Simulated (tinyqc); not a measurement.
Thresholds of impact ionisation and Auger recombination from band masses: one step. Temperature dependence.

Constants: kB = 8.617333262e-05 eV/K.

Values chosen for the exercise (near those of GaSb, gap at low temperature and not tied to T; the results hold for these values, not for the real material): Eg = 0.818 eV (gap at Gamma to the s-like level); me = 0.0393 m0 (electron mass at Gamma); mh = 0.33 m0 (heavy-hole mass); T = 300 K (temperature).

E_a = 0.215233 eV

Problem. For non-degenerate carriers at fixed densities the Auger coefficient goes as exp(-E_a/kT), up to slowly varying powers of T. Give exp(-E_a/kT) for the parabolic and the non-parabolic CCCH value, and the characteristic temperature T0 = kT^2/E_a of each.

Give: Boltzmann factors; T0.

Solution.

Boltzmann factors: [0.03449, 0.0002422]

T0 (K): [89, 36]

Non-parabolicity lowers the factor by 1.4e+02 times; direct CCCH is weak, so processes with lower thresholds can lead.

(tinyqc, `OMP_NUM_THREADS=1 python tinyqc.py 1850785 1850786 out.jsonl`, Intel(R) Xeon(R) Processor @ 2.30GHz, 1 thread, shared host, about 0.01 s.)
